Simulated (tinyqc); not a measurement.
ROHF in the 6-31g basis, for H4+, spin multiplicity 2, step by step. Computed by tinyqc, a small Python program that keeps every step (integrals from PySCF). Settings: charge = 1, multiplicity = 2, basis = 6-31g, energy threshold = 1e-10, iteration cap = 81, orthogonalisation = symmetric, start = random, DIIS depth = 0, method = ROHF. Command: `OMP_NUM_THREADS=1 python tinyqc.py 22873 22874 out.jsonl` (the two numbers bound the seeds that draw the settings). One thread of a shared host (Intel(R) Xeon(R) Processor @ 2.60GHz), about 0.1 s of CPU time with the checks.

Geometry (angstrom):

| atom | x | y | z |
|---|---|---|---|
| H | 0.000000 | 0.000000 | 0.000000 |
| H | 0.000000 | 0.000000 | 0.899000 |
| H | 0.000000 | 1.918000 | 0.000000 |
| H | 0.000000 | 1.918000 | 0.899000 |

Stop when the energy changes by less than 1e-10 hartree and every element of the error matrix X^T (F D S - S D F) X is below 3e-06.

Course of the cycle:

| iteration | E (hartree) | change | largest element of the error matrix |
|---|---|---|---|
| 1 | -0.01543513 | - | 6.33e-01 |
| 2 | -1.68664411 | -1.67e+00 | 1.13e-01 |
| 3 | -1.71704275 | -3.04e-02 | 1.69e-02 |
| 4 | -1.71870650 | -1.66e-03 | 4.87e-03 |
| 5 | -1.71896418 | -2.58e-04 | 2.22e-03 |
| 6 | -1.71904748 | -8.33e-05 | 1.26e-03 |
| 7 | -1.71909234 | -4.49e-05 | 9.55e-04 |
| 8 | -1.71912076 | -2.84e-05 | 7.45e-04 |
| 9 | -1.71913939 | -1.86e-05 | 5.95e-04 |
| 10 | -1.71915169 | -1.23e-05 | 4.79e-04 |
| 11 | -1.71915983 | -8.14e-06 | 3.88e-04 |
| 12 | -1.71916522 | -5.39e-06 | 3.15e-04 |
| 13 | -1.71916879 | -3.57e-06 | 2.56e-04 |
| 14 | -1.71917116 | -2.37e-06 | 2.08e-04 |
| ... | ... | ... | ... |
| 26 | -1.71917579 | -1.72e-08 | 1.76e-05 |
| 27 | -1.71917580 | -1.14e-08 | 1.43e-05 |
| 28 | -1.71917581 | -7.57e-09 | 1.17e-05 |
| 29 | -1.71917581 | -5.02e-09 | 9.51e-06 |
| 30 | -1.71917581 | -3.33e-09 | 7.75e-06 |
| 31 | -1.71917582 | -2.21e-09 | 6.31e-06 |
| 32 | -1.71917582 | -1.47e-09 | 5.14e-06 |
| 33 | -1.71917582 | -9.73e-10 | 4.19e-06 |
| 34 | -1.71917582 | -6.45e-10 | 3.41e-06 |
| 35 | -1.71917582 | -4.28e-10 | 2.78e-06 |
| 36 | -1.71917582 | -2.84e-10 | 2.26e-06 |
| 37 | -1.71917582 | -1.88e-10 | 1.84e-06 |
| 38 | -1.71917582 | -1.25e-10 | 1.50e-06 |
| 39 | -1.71917582 | -8.30e-11 | 1.22e-06 |

Can the last value be used, and what does the course show?

Yes. Converged in 39 iterations. PySCF ROHF in the same basis = -1.71917582 hartree.
